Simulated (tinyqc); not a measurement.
sp3s* tight binding with spin-orbit coupling: one step. Levels at Gamma. Three cases, with inputs chosen for the exercise.

Task: At k = 0 only g0 = 1 is left and H falls into 2 x 2 blocks [[E_a, V], [V, E_c]] with roots (E_a + E_c)/2 -/+ sqrt(((E_a - E_c)/2)^2 + V^2); the s* levels stay uncoupled. The direct gap runs from the highest lower root of the p blocks to the lowest upper root.

Spin-orbit coupling acts within the p shell of each atom as (D/3) L.sigma, D = Da or Dc: it puts four states at Ep + D/3 and two at Ep - 2D/3.

Give: Blocks at Gamma (eV); direct gap at Gamma.

Case 1.

Values chosen (near a published set for SiC, fitted to gaps, whose masses and valley positions are rough; spin-orbit coupling, where it is added without a refit, lifts the valence top and shrinks all gaps by about a third of the splitting; the results hold for these values, not for the real material):
- Esa = -8.435 eV (s level of the anion)
- Esc = -4.785 eV (s level of the cation)
- Epa = 2.116 eV (p level of the anion)
- Epc = 4.319 eV (p level of the cation)
- Vss = -12.58 eV (s-s)
- Vxx = 3.018 eV (px-px)
- Da = 0.006 eV (atomic spin-orbit splitting, anion)
- Dc = 0.043 eV (the same, cation)

Result:

Blocks at Gamma (eV):
```
block,E_a,E_c,V,lower root,upper root
s (Gamma6),-8.4350,-4.7850,-12.5800,-19.3217,6.1017
p 3/2 (Gamma8),2.1180,4.3333,3.0180,0.0108,6.4405
p 1/2 (Gamma7),2.1120,4.2903,3.0180,-0.0074,6.4097
```

direct gap at Gamma = 6.0909 eV

The lowest empty level at Gamma is s-like. The split-off band lies 0.0182 eV below the top, between Dc = 0.043 and Da = 0.006 eV, weighted by where the valence p state sits.

Case 2.

Values chosen (near a published set for GaAs, fitted to gaps, whose masses and valley positions are rough; spin-orbit coupling, where it is added without a refit, lifts the valence top and shrinks all gaps by about a third of the splitting; the results hold for these values, not for the real material):
- Esa = -8.342 eV (s level of the anion)
- Esc = -2.66 eV (s level of the cation)
- Epa = 1.044 eV (p level of the anion)
- Epc = 3.675 eV (p level of the cation)
- Vss = -6.448 eV (s-s)
- Vxx = 1.95 eV (px-px)
- Da = 0.425 eV (atomic spin-orbit splitting, anion)
- Dc = 0.17 eV (the same, cation)

Result:

Blocks at Gamma (eV):
```
block,E_a,E_c,V,lower root,upper root
s (Gamma6),-8.3420,-2.6600,-6.4480,-12.5471,1.5451
p 3/2 (Gamma8),1.1857,3.7317,1.9500,0.1299,4.7874
p 1/2 (Gamma7),0.7607,3.5617,1.9500,-0.2396,4.5620
```

direct gap at Gamma = 1.4152 eV

The lowest empty level at Gamma is s-like. The split-off band lies 0.3696 eV below the top, between Dc = 0.17 and Da = 0.425 eV, weighted by where the valence p state sits.

Case 3.

Values chosen (near a published set for Si, fitted to gaps, whose masses and valley positions are rough; spin-orbit coupling, where it is added without a refit, lifts the valence top and shrinks all gaps by about a third of the splitting; the results hold for these values, not for the real material):
- Esa = -4.174 eV (s level of the anion)
- Esc = -4.174 eV (s level of the cation)
- Epa = 1.703 eV (p level of the anion)
- Epc = 1.703 eV (p level of the cation)
- Vss = -8.338 eV (s-s)
- Vxx = 1.724 eV (px-px)
- Da = 0.045 eV (atomic spin-orbit splitting, anion)
- Dc = 0.045 eV (the same, cation)

Result:

Blocks at Gamma (eV):
```
block,E_a,E_c,V,lower root,upper root
s (Gamma6),-4.1740,-4.1740,-8.3380,-12.5120,4.1640
p 3/2 (Gamma8),1.7180,1.7180,1.7240,-0.0060,3.4420
p 1/2 (Gamma7),1.6730,1.6730,1.7240,-0.0510,3.3970
```

direct gap at Gamma = 3.4030 eV

The lowest empty level at Gamma is p-like. The split-off band lies 0.0450 eV below the top, equal to the atomic value.

Computed by tinyqc, one run a case: `OMP_NUM_THREADS=1 python tinyqc.py N N+1 out.jsonl` with N = 1451140, 1451446, 1451606; one thread of a shared Intel(R) Xeon(R) Processor @ 2.30GHz, about 0.2 s a run at most.
